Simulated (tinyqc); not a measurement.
Worked calculation: MP2 on RHF in the sto-3g basis, for Li+, spin multiplicity 1. One step of it, computed by the program tinyqc.

Question. Integrals over molecular orbitals. (pq|rs) = sum C_ip C_jq C_kr C_ls (ij|kl), one index at a time.

coefficients C:
```
              MO1        MO2       MO3       MO4       MO5
1Li 1s   0.992493  -0.276937  0.000000  0.000000  0.000000
1Li 2s   0.029439   1.029985  0.000000  0.000000  0.000000
1Li 2px  0.000000   0.000000  1.000000  0.000000  0.000000
1Li 2py  0.000000   0.000000  0.000000  1.000000  0.000000
1Li 2pz  0.000000   0.000000  0.000000  0.000000  1.000000
```

core Hamiltonian H = T + V (hartree), lower triangle:
```
            1Li 1s     1Li 2s    1Li 2px    1Li 2py    1Li 2pz
1Li 1s   -4.406095
1Li 2s   -0.984581  -1.104759
1Li 2px   0.000000   0.000000  -0.877579
1Li 2py   0.000000   0.000000   0.000000  -0.877579
1Li 2pz   0.000000   0.000000   0.000000   0.000000  -0.877579
```

Two-electron integrals (ij|kl) in chemists' order, unique and non-zero (hartree):
```
(11|11) 1.680395   (21|11) 0.265420   (21|21) 0.049941   (22|11) 0.397727
(22|21) 0.092860   (22|22) 0.290562   (31|31) 0.008981   (32|31) 0.013788
(32|32) 0.064184   (33|11) 0.396640   (33|21) 0.092880   (33|22) 0.290497
(33|33) 0.312946   (41|41) 0.008981   (42|41) 0.013788   (42|42) 0.064184
(43|43) 0.016869   (44|11) 0.396640   (44|21) 0.092880   (44|22) 0.290497
(44|33) 0.279207   (44|44) 0.312946   (51|51) 0.008981   (52|51) 0.013788
(52|52) 0.064184   (53|53) 0.016869   (54|54) 0.016869   (55|11) 0.396640
(55|21) 0.092880   (55|22) 0.290497   (55|33) 0.279207   (55|44) 0.279207
(55|55) 0.312946
```

Give: one-electron integrals over orbitals h = C^T H C; Two-electron integrals over orbitals.

Answer.

one-electron integrals over orbitals h = C^T H C (hartree), lower triangle:
```
         1        2        3        4        5
1  -4.3987
2   0.1791  -0.9482
3   0.0000   0.0000  -0.8776
4   0.0000   0.0000   0.0000  -0.8776
5   0.0000   0.0000   0.0000   0.0000  -0.8776
```

Two-electron integrals over orbitals (pq|rs), unique and non-zero (hartree):
```
(11|11) 1.6619    (21|11) -0.1791   (21|21) 0.0297    (22|11) 0.3990
(22|21) -0.0095   (22|22) 0.2822    (31|31) 0.0097    (32|31) 0.0135
(32|32) 0.0609    (33|11) 0.3964    (33|21) -0.0060   (33|22) 0.2856
(33|33) 0.3129    (41|41) 0.0097    (42|41) 0.0135    (42|42) 0.0609
(43|43) 0.0169    (44|11) 0.3964    (44|21) -0.0060   (44|22) 0.2856
(44|33) 0.2792    (44|44) 0.3129    (51|51) 0.0097    (52|51) 0.0135
(52|52) 0.0609    (53|53) 0.0169    (54|54) 0.0169    (55|11) 0.3964
(55|21) -0.0060   (55|22) 0.2856    (55|33) 0.2792    (55|44) 0.2792
(55|55) 0.3129
```
